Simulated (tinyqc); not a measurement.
Hueckel theory of the pi electrons, for the molecule C=Cc1cccnc1C=C (SMILES; centres numbered as the heavy atoms are written), step by step. One step of it, computed by the program tinyqc.

Problem. Orbitals. Diagonalise; E = alpha + x beta with beta < 0, so the largest x are filled first; degenerate levels share their electrons. P = sum n_i c_ri c_si; each orbital has its largest coefficient positive (the first on a tie).

Hueckel matrix in units of beta (H = alpha + beta A), lower triangle:
```
,1C,2C,3C,4C,5C,6C,7N,8C,9C,10C
1C,0.000000
2C,1.000000,0.000000
3C,0.000000,1.000000,0.000000
4C,0.000000,0.000000,1.000000,0.000000
5C,0.000000,0.000000,0.000000,1.000000,0.000000
6C,0.000000,0.000000,0.000000,0.000000,1.000000,0.000000
7N,0.000000,0.000000,0.000000,0.000000,0.000000,1.000000,0.530000
8C,0.000000,0.000000,1.000000,0.000000,0.000000,0.000000,1.000000,0.000000
9C,0.000000,0.000000,0.000000,0.000000,0.000000,0.000000,0.000000,1.000000,0.000000
10C,0.000000,0.000000,0.000000,0.000000,0.000000,0.000000,0.000000,0.000000,1.000000,0.000000
```

pi electrons, sum of z_r less the charge = 10

Give: x values; occupations; coefficients; charge and bond-order matrix P.

Solution.

x values: 2.3248  1.5089  1.4142  0.9191  0.5600  -0.5417  -0.6860  -1.3546  -1.4142  -2.2005

occupations: 2.0000  2.0000  2.0000  2.0000  2.0000  0.0000  0.0000  0.0000  0.0000  0.0000

coefficients:
```
,MO1,MO2,MO3,MO4,MO5,MO6,MO7,MO8,MO9,MO10
1C,0.0990,0.3408,0.0000,0.3504,0.5014,-0.4194,0.3816,-0.4011,0.0000,0.1323
2C,0.2301,0.5142,0.0000,0.3220,0.2808,0.2272,-0.2617,0.5433,0.0000,-0.2912
3C,0.4359,0.4351,0.0000,-0.0544,-0.3442,0.2964,-0.2020,-0.3349,0.0000,0.5084
4C,0.2977,0.2242,0.3536,-0.4295,-0.1651,-0.0039,0.5194,0.0636,-0.3536,-0.3543
5C,0.2563,-0.0968,0.5000,-0.3404,0.2517,-0.2943,-0.1543,0.2487,0.5000,0.2711
6C,0.2980,-0.3702,0.3536,0.1167,0.3061,0.1633,-0.4135,-0.4005,-0.3536,-0.2423
7N,0.4366,-0.4619,0.0000,0.4476,-0.0803,0.2058,0.4380,0.2939,0.0000,0.2621
8C,0.4855,-0.0819,-0.3536,0.0575,-0.3085,-0.3838,-0.1191,-0.1533,0.3536,-0.4734
9C,0.2563,-0.0968,-0.5000,-0.3404,0.2517,-0.2943,-0.1543,0.2487,-0.5000,0.2711
10C,0.1102,-0.0641,-0.3536,-0.3703,0.4494,0.5432,0.2250,-0.1836,0.3536,-0.1232
```

charge and bond-order matrix P, lower triangle:
```
,1C,2C,3C,4C,5C,6C,7N,8C,9C,10C
1C,1.0002
2C,0.9032,0.9997
3C,-0.0005,0.4196,1.0014
4C,-0.2548,-0.0018,0.6150,0.9513
5C,-0.0013,-0.0594,0.0030,0.6720,1.0085
6C,0.1954,0.0034,-0.2857,0.0602,0.6526,0.9164
7N,0.0048,-0.0309,-0.0147,-0.3051,-0.0320,0.6575,1.2214
8C,-0.2288,0.0030,0.5581,0.0549,-0.2833,-0.0754,0.6006,0.9318
9C,-0.0013,-0.0594,0.0030,-0.0351,0.0085,-0.0545,-0.0320,0.4238,1.0085
10C,0.1693,-0.0013,-0.2288,-0.0434,0.1937,0.0519,-0.2482,0.0477,0.9008,0.9608
```
